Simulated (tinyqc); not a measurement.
sp3s* tight binding, step by step. Values are carried at full precision from step to step, so a last printed digit may differ when a step is redone from the rounded ones.

sp3s* tight binding, nearest neighbours only: anion (a) at 0, cation (c) at a/4 (1,1,1), orbitals s, px, py, pz, s* on each; k in units of 2 pi/a. With phases e_j = exp(i (pi/2) k.n_j) for n = (1,1,1), (1,-1,-1), (-1,1,-1), (-1,-1,1): g0 = (e1+e2+e3+e4)/4, g1 = (e1+e2-e3-e4)/4, g2 = (e1-e2+e3-e4)/4, g3 = (e1-e2-e3+e4)/4. The diagonal holds the levels Esa, Epa, Exa (s*) and Esc, Epc, Exc. Anion-cation block: <sa|sc> = Vss g0; <sa|xc> = Vsapc g1; <xa|sc> = -Vscpa g1; <xa|xc> = Vxx g0; <xa|yc> = <ya|xc> = Vxy g3, <xa|zc> = <za|xc> = Vxy g2, <ya|zc> = <za|yc> = Vxy g1; <s*a|xc> = Vxapc g1; <xa|s*c> = -Vpaxc g1; y and z take g2 and g3 in place of g1; s-s* and s*-s* vanish.

Constants: hbar^2/2m0 = 3.80998211 eV angstrom^2.

Parameters, chosen for this exercise (near a published set for Ge, fitted to gaps, whose masses and valley positions are rough; shifted at random, so the results belong to these values and not to a real crystal):

| symbol | value | unit | meaning |
|---|---|---|---|
| k | (0.63, 0.63, 0) | 2 pi/a | wave vector |
| Esa | -5.893 | eV | s level of the anion |
| Epa | 1.603 | eV | p level of the anion |
| Esc | -5.893 | eV | s level of the cation |
| Epc | 1.603 | eV | p level of the cation |
| Exa | 6.387 | eV | s* level of the anion |
| Exc | 6.387 | eV | s* level of the cation |
| Vss | -6.786 | eV | s-s |
| Vxx | 1.607 | eV | px-px |
| Vxy | 4.838 | eV | px-py |
| Vsapc | 5.525 | eV | s anion, p cation |
| Vscpa | 5.525 | eV | s cation, p anion |
| Vxapc | 5.185 | eV | s* anion, p cation |
| Vpaxc | 5.185 | eV | p anion, s* cation |
| a | 5.661 | angstrom | lattice constant |

## Phase sums

Form g0 to g3 at this k.

g0, g1, g2, g3: 0.30143  0.45888i  0.45888i  -0.69857

## The Hamiltonian without spin-orbit coupling

Fill in the 10 x 10 matrix.

H(k) (eV), lower triangle (Hermitian):
```
           sa        xa        ya        za       s*a       sc      xc      yc      zc     s*c
sa    -5.8930
xa          0    1.6030
ya          0         0    1.6030
za          0         0         0    1.6030
s*a         0         0         0         0    6.3870
sc    -2.0455   2.5353i   2.5353i    3.8596         0  -5.8930
xc   -2.5353i    0.4844   -3.3797  -2.2200i  -2.3793i        0  1.6030
yc   -2.5353i   -3.3797    0.4844  -2.2200i  -2.3793i        0       0  1.6030
zc    -3.8596  -2.2200i  -2.2200i    0.4844   -3.6221        0       0       0  1.6030
s*c         0   2.3793i   2.3793i    3.6221         0        0       0       0       0  6.3870
```

## Levels at this k

Diagonalise H, which belongs to k = (0.63, 0.63, 0) (2 pi/a). Four bands are filled (two electrons each); give the make-up of band 5, the lowest empty one.

levels (eV): -10.2867  -8.1397  -3.3996  -2.2611  1.0294  1.4018  5.4671  6.5079  9.7275  10.5593

weights of band 5: s 0.383, p 0.338, s* 0.279

weight of band 5 on atom a = 0.500

The vertical gap at this k is 3.2905 eV; band 5 is mostly s-like.

## Levels at Gamma

At k = 0 only g0 = 1 is left and H falls into 2 x 2 blocks [[E_a, V], [V, E_c]] with roots (E_a + E_c)/2 -/+ sqrt(((E_a - E_c)/2)^2 + V^2); the s* levels stay uncoupled. The direct gap runs from the highest lower root of the p blocks to the lowest upper root.

Blocks at Gamma (eV):

| block | E_a | E_c | V | lower root | upper root |
|---|---|---|---|---|---|
| s (Gamma1) | -5.8930 | -5.8930 | -6.7860 | -12.6790 | 0.8930 |
| p (Gamma15) | 1.6030 | 1.6030 | 1.6070 | -0.0040 | 3.2100 |

direct gap at Gamma = 0.8970 eV

The lowest empty level at Gamma is s-like.

## Bands near the gap

Diagonalise at L = (1/2,1/2,1/2), X = (1,0,0), W = (1,1/2,0), K = (3/4,3/4,0) and at the fractions named between them; energies from the top of the valence band at Gamma; 4 bands are filled.

Levels (eV):

| k | level 2 | level 3 | level 4 | level 5 | level 6 |
|---|---|---|---|---|---|
| L | -7.994 | -1.615 | -1.615 | 0.830 | 2.461 |
| L-G 0.5 | -4.743 | -0.939 | -0.939 | 1.243 | 2.984 |
| G | 0.000 | 0.000 | 0.000 | 0.897 | 3.214 |
| G-X 0.2 | -1.593 | -0.531 | -0.531 | 1.827 | 2.645 |
| G-X 0.4 | -3.753 | -1.520 | -1.520 | 1.723 | 2.183 |
| G-X 0.6 | -5.843 | -2.419 | -2.419 | 1.070 | 1.931 |
| G-X 0.7 | -6.804 | -2.765 | -2.765 | 0.903 | 1.701 |
| G-X 0.8 | -7.693 | -3.021 | -3.021 | 0.845 | 1.452 |
| G-X 0.9 | -8.504 | -3.178 | -3.178 | 0.890 | 1.216 |
| X | -9.235 | -3.231 | -3.231 | 1.020 | 1.020 |
| W | -9.235 | -3.231 | -3.231 | 1.020 | 1.020 |
| K | -8.776 | -3.476 | -2.758 | 0.936 | 1.205 |
| K-G 0.5 | -5.493 | -2.298 | -0.997 | 1.595 | 2.187 |

On these points the lowest empty level is lowest at L, 0.830 eV above the top.

## Valleys and masses

The lowest conduction level at Gamma, at its minimum on (x,0,0) for x from 0.5 to 1, and at the point L (L, and X where the search ends there, need not be minima in this model; a zero or negative inverse mass shows it). Inverse masses m0/m = (E(+h) + E(-h) - 2 E)/(2 c q^2) with c = hbar^2/2m0, q = h 2 pi/a, h = 0.002; longitudinal along the valley axis ([100] at Gamma and Delta, [111] at L), transverse along [010] or [1-10]. A dash: the next level lies within 0.15 eV, so a single mass has no use there.

Valleys:

| valley | x (2 pi/a) | E - Ev (eV) | m0/m_l | m0/m_t |
|---|---|---|---|---|
| Gamma | 0.0000 | 0.8970 | 16.10 | 16.10 |
| Delta | 0.8044 | 0.8452 | 1.08 | 0.53 |
| L | 0.5000 | 0.8300 | 0.38 | 1.30 |

Of these three the lowest is L, which makes the gap indirect, 0.8300 eV. At Delta m0/m_t is 0.53. This nearest-neighbour model is fitted to gaps: it places the Delta minimum and the masses at Delta and L only roughly (transverse masses can be several times too heavy), and since its bands are flat from X to W the transverse mass grows too heavy towards X; d orbitals or second neighbours cure this.

## Checks

- Direct gap at Gamma from the blocks against the full matrix: both 0.897000.

Computed by tinyqc, a small Python program: `OMP_NUM_THREADS=1 python tinyqc.py 1482070 1482071 out.jsonl` (the numbers bound the seed that draws the inputs); one thread of a shared host (Intel(R) Xeon(R) Processor @ 2.30GHz), about 0.07 s for the whole set of steps.
